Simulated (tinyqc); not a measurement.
Rapid thermal processing of a wafer: radiative balance, ramp and cooling, pattern effects, pyrometer error and spike budget. From natural cooling rate back to reflectivity of the chamber walls r. Computed by tinyqc, a small Python program. Command: `OMP_NUM_THREADS=1 python tinyqc.py 3110830 3110831 out.jsonl rtp inv`. One thread of a shared host (Intel(R) Xeon(R) Processor @ 2.30GHz), about 0.05 s of CPU time with the checks.

The wafer is opaque and uniform through its thickness unless said otherwise; temperatures in formulas are in kelvin (C + 273.15). sigma = 5.670374419e-12 W/(cm^2 K^4).

Inputs (values chosen for the exercise, modelled on a hot silicon wafer):
```
quantity                                              value         unit
wafer thickness d                                       775   micrometre
heat capacity per volume C                             2.06   J/(cm^3 K)
thermal conductivity k                                 0.26     W/(cm K)
emissivity eps of each face                            0.72            -
gas heat-transfer coefficient h, both faces together    1.1  mW/(cm^2 K)
wall temperature T_w                                    500            K
process temperature                                     805            C
ramp rate                                                50          K/s
```

Method. Effective emissivity between parallel grey plates: eps_eff = 1/(1/eps + 1/(1 - r) - 1). Loss per area q(T) = 2 eps_eff sigma (T^4 - T_w^4) + h (T - T_w). Absorbed power during a ramp = q(T) + C d x ramp rate; thermal time constant tau = C d/(dq/dT), dq/dT = 8 eps_eff sigma T^3 + h; natural cooling rate q/(C d); front-to-back difference under one-sided heating at the end of the ramp = (absorbed power) d/(2 k).

Question. A run gave the result below. Find the reflectivity of the chamber walls r, known to lie between 0.045 and 0.12.

natural cooling rate = 66.73638 K/s

Answer.

Each step takes the trial c = (a f_b - b f_a)/(f_b - f_a), f being the result less the target and a, b, c the logarithms of the listed values; c replaces end b, the old b replaces a if the sign of f changed, and otherwise f_a is halved.

Scan of the range:
```
reflectivity of the chamber walls r  natural cooling rate (K/s)
0.0450                                                  67.7312
0.0530                                                  67.3409
0.0624                                                  66.8800
0.0735                                                  66.3326
0.0865                                                  65.6871
0.1020                                                  64.9111
0.1200                                                  64.0013
```

False position (Illinois rule, in the logarithm of the input) inside the bracket:
```
step      end a      end b      trial  natural cooling rate (K/s)
1     0.0624000  0.0735000  0.0651396                     66.7453
2     0.0735000  0.0651396  0.0653091                     66.7369
3     0.0735000  0.0653091  0.0653294                     66.7359
4     0.0653091  0.0653294  0.0653199                     66.7364
```

Natural cooling rate falls at every point of a 13-point scan of the range (every second point is shown), so one value fits; it is bracketed by 0.0624 and 0.0735. Answer: reflectivity of the chamber walls r = 0.06532.
